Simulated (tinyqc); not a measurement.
Worked calculation: empirical pseudopotential in a few plane waves. Computed by tinyqc, a small Python program that keeps every step. Settings: plane-wave index or count = 15. Command: `OMP_NUM_THREADS=1 python tinyqc.py 30433 30434 out.jsonl` (the two numbers bound the seeds that draw the settings). One thread of a shared host (Intel(R) Xeon(R) Processor @ 2.60GHz), about 0.2 s of CPU time with the checks.

## Bloch Hamiltonian at G

Parameters chosen for this model: fcc lattice, atoms at +/- a/8 (1,1,1); form factors in rydberg at |G|^2 in units of (2 pi/a)^2:
```
parameter                 value      unit
a                      5.490000  angstrom
VS(3)                 -0.213000        Ry
VS(8)                  0.019000        Ry
VS(11)                 0.062000        Ry
VA(3)                  0.054000        Ry
VA(4)                  0.083000        Ry
VA(11)                 0.031000        Ry
hbar^2/2m (2 pi/a)^2   4.990430        eV
```

k point G (2 pi / a): [0, 0, 0]

Basis: the 15 shortest G (labels in 2 pi/a), the same at every k. H(G,G') = c |k + G|^2 delta + VS(|G-G'|^2) cos((G-G').tau) + i VA sin((G-G').tau), tau = a/8 (1,1,1); 1 Ry = 13.605693 eV.

H(k) at G (eV), order +0+0+0, -1-1-1, -1-1+1, -1+1-1, -1+1+1, +1-1-1, +1-1+1, +1+1-1, +1+1+1, -2+0+0, +0-2+0, +0+0-2, +0+0+2, +0+2+0, +2+0+0:
```
[[0.00000, 2.04920+0.51952i, -2.04920+0.51952i, -2.04920+0.51952i, -2.04920-0.51952i, -2.04920+0.51952i, -2.04920-0.51952i, -2.04920-0.51952i, 2.04920-0.51952i, 0.00000+1.12927i, 0.00000+1.12927i, 0.00000+1.12927i, 0.00000-1.12927i, 0.00000-1.12927i, 0.00000-1.12927i],
 [2.04920-0.51952i, 14.97129, 0.00000-1.12927i, 0.00000-1.12927i, -0.25851, 0.00000-1.12927i, -0.25851, -0.25851, 0.00000, -2.04920-0.51952i, -2.04920-0.51952i, -2.04920-0.51952i, -0.59648+0.29824i, -0.59648+0.29824i, -0.59648+0.29824i],
 [-2.04920-0.51952i, 0.00000+1.12927i, 14.97129, 0.25851, 0.00000-1.12927i, 0.25851, 0.00000-1.12927i, 0.00000, -0.25851, -2.04920+0.51952i, -2.04920+0.51952i, 0.59648+0.29824i, 2.04920-0.51952i, -0.59648-0.29824i, -0.59648-0.29824i],
 [-2.04920-0.51952i, 0.00000+1.12927i, 0.25851, 14.97129, 0.00000-1.12927i, 0.25851, 0.00000, 0.00000-1.12927i, -0.25851, -2.04920+0.51952i, 0.59648+0.29824i, -2.04920+0.51952i, -0.59648-0.29824i, 2.04920-0.51952i, -0.59648-0.29824i],
 [-2.04920+0.51952i, -0.25851, 0.00000+1.12927i, 0.00000+1.12927i, 14.97129, 0.00000, 0.25851, 0.25851, 0.00000-1.12927i, 2.04920+0.51952i, -0.59648+0.29824i, -0.59648+0.29824i, -2.04920-0.51952i, -2.04920-0.51952i, 0.59648-0.29824i],
 [-2.04920-0.51952i, 0.00000+1.12927i, 0.25851, 0.25851, 0.00000, 14.97129, 0.00000-1.12927i, 0.00000-1.12927i, -0.25851, 0.59648+0.29824i, -2.04920+0.51952i, -2.04920+0.51952i, -0.59648-0.29824i, -0.59648-0.29824i, 2.04920-0.51952i],
 [-2.04920+0.51952i, -0.25851, 0.00000+1.12927i, 0.00000, 0.25851, 0.00000+1.12927i, 14.97129, 0.25851, 0.00000-1.12927i, -0.59648+0.29824i, 2.04920+0.51952i, -0.59648+0.29824i, -2.04920-0.51952i, 0.59648-0.29824i, -2.04920-0.51952i],
 [-2.04920+0.51952i, -0.25851, 0.00000, 0.00000+1.12927i, 0.25851, 0.00000+1.12927i, 0.25851, 14.97129, 0.00000-1.12927i, -0.59648+0.29824i, -0.59648+0.29824i, 2.04920+0.51952i, 0.59648-0.29824i, -2.04920-0.51952i, -2.04920-0.51952i],
 [2.04920+0.51952i, 0.00000, -0.25851, -0.25851, 0.00000+1.12927i, -0.25851, 0.00000+1.12927i, 0.00000+1.12927i, 14.97129, -0.59648-0.29824i, -0.59648-0.29824i, -0.59648-0.29824i, -2.04920+0.51952i, -2.04920+0.51952i, -2.04920+0.51952i],
 [0.00000-1.12927i, -2.04920+0.51952i, -2.04920-0.51952i, -2.04920-0.51952i, 2.04920-0.51952i, 0.59648-0.29824i, -0.59648-0.29824i, -0.59648-0.29824i, -0.59648+0.29824i, 19.96172, 0.25851, 0.25851, -0.25851, -0.25851, 0.00000],
 [0.00000-1.12927i, -2.04920+0.51952i, -2.04920-0.51952i, 0.59648-0.29824i, -0.59648-0.29824i, -2.04920-0.51952i, 2.04920-0.51952i, -0.59648-0.29824i, -0.59648+0.29824i, 0.25851, 19.96172, 0.25851, -0.25851, 0.00000, -0.25851],
 [0.00000-1.12927i, -2.04920+0.51952i, 0.59648-0.29824i, -2.04920-0.51952i, -0.59648-0.29824i, -2.04920-0.51952i, -0.59648-0.29824i, 2.04920-0.51952i, -0.59648+0.29824i, 0.25851, 0.25851, 19.96172, 0.00000, -0.25851, -0.25851],
 [0.00000+1.12927i, -0.59648-0.29824i, 2.04920+0.51952i, -0.59648+0.29824i, -2.04920+0.51952i, -0.59648+0.29824i, -2.04920+0.51952i, 0.59648+0.29824i, -2.04920-0.51952i, -0.25851, -0.25851, 0.00000, 19.96172, 0.25851, 0.25851],
 [0.00000+1.12927i, -0.59648-0.29824i, -0.59648+0.29824i, 2.04920+0.51952i, -2.04920+0.51952i, -0.59648+0.29824i, 0.59648+0.29824i, -2.04920+0.51952i, -2.04920-0.51952i, -0.25851, 0.00000, -0.25851, 0.25851, 19.96172, 0.25851],
 [0.00000+1.12927i, -0.59648-0.29824i, -0.59648+0.29824i, -0.59648+0.29824i, 0.59648+0.29824i, 2.04920+0.51952i, -2.04920+0.51952i, -2.04920+0.51952i, -2.04920-0.51952i, 0.00000, -0.25851, -0.25851, 0.25851, 0.25851, 19.96172]]
```

## Levels at G

Diagonalise the Hermitian matrix.

eigenvalues (eV): [-3.02539, 11.04262, 11.04262, 11.04262, 11.89338, 15.09523, 15.09523, 15.09523, 19.44470, 19.44470, 19.44526, 23.24943, 23.24943, 23.24943, 24.17613]

## Bands along a path

The same steps at evenly spaced points between the labelled ones.

Bands along the path (eV), lowest eight:
```
k           band 1    band 2    band 3    band 4    band 5    band 6    band 7    band 8
L         -1.05174   4.24215  10.25133  10.25133  12.60676  15.55478  15.55478  18.35550
L-G 0.33  -1.89715   5.66177  10.31133  10.31133  12.68422  15.65858  15.65858  18.39899
L-G 0.67  -2.71936   8.34544  10.72688  10.72688  13.06462  15.60896  15.60896  16.08180
G         -3.02539  11.04262  11.04262  11.04262  11.89338  15.09523  15.09523  15.09523
G-X 0.33  -2.61644   8.43235  10.08477  10.08477  13.38202  14.95405  16.78420  16.78420
G-X 0.67  -1.50314   5.93515   8.99867   8.99867  11.71666  13.93367  19.96793  19.96793
X         -0.32952   4.41426   8.73565   8.73565  11.06077  13.27819  23.69133  23.69133
```

With 4 band(s) filled, the highest filled level on these points lies at G and the lowest empty one at X: a gap of 0.0182 eV, indirect. This holds for the small fixed basis; with all plane waves up to |k + G|^2 = 21 (2 pi/a)^2 the gap along the path is 0.31 eV.

## Convergence with the number of plane waves

Levels at G counted from the fourth one.

Levels (eV):
```
plane waves    level 1  level 5  level 8
9            -15.82856  0.44016  2.25855
15           -14.06800  0.85076  4.05262
27           -13.25948  1.00733  4.44208
51           -13.12691  0.98252  4.58884
59           -13.12329  0.97812  4.45490
65           -13.11762  0.97998  4.42324
89           -13.10543  0.98278  4.43539
```
